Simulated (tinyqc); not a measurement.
Voltage acceleration of oxide breakdown, four models on the same data: one step of the calculation.

Field E = V/tox in MV/cm. Models: ln(t63/1 s) = a - c X with X = E (E model), -1/E (1/E model), ln V (power law, c the exponent n) or sqrt(E).

Task. Projection to use conditions. Project to Vu, multiply by exp[(Ea q/kB)(1/Tu - 1/Ts)] and by ks; ten years are 3.15576e8 s. The largest voltage for ten years solves the same relation for V.

Parameters, values chosen for the exercise:
- tox = 5.9 nm (oxide thickness)
- Vu = 2.5 V (use voltage)
- Ts = 398 K (stress temperature)
- Tu = 378 K (use temperature)
- Ea = 0.97 eV (activation energy)
- ks = 4.8e-5 (factor for area and percentile)

Constants: q = 1.602176634e-19 C, kB = 1.380649e-23 J/K. Results are converted to the units shown.

```
model           c           a
E       4.8239587   50.091705
1/E     330.81607  -30.259870
power   40.100478   73.530553
sqrt E  27.843678   90.156728
```

Give: temperature factor; lifetime; largest voltage for ten years.

Result.

temperature factor = 4.466

```
model   lifetime (years)  largest voltage for ten years (V)
E                  51.21                              2.700
1/E              3.952e9                              3.349
power            6.432e4                              3.111
sqrt E              1244                              2.939
```

The lifetimes span 7.89 decades, from the E model (most cautious) to the 1/E model; the allowed voltage spans 2.70 to 3.35 V. 4 of the four models pass ten years at Vu. Lifetimes beyond a thousand years are formal extrapolations.

Range of the model: All four laws are empirical fits; none is established far below the stress range.

Program tinyqc, `OMP_NUM_THREADS=1 python tinyqc.py 2070129 2070130 out.jsonl`; Intel Xeon 2.30GHz, shared host, one thread, about 0.01 s.
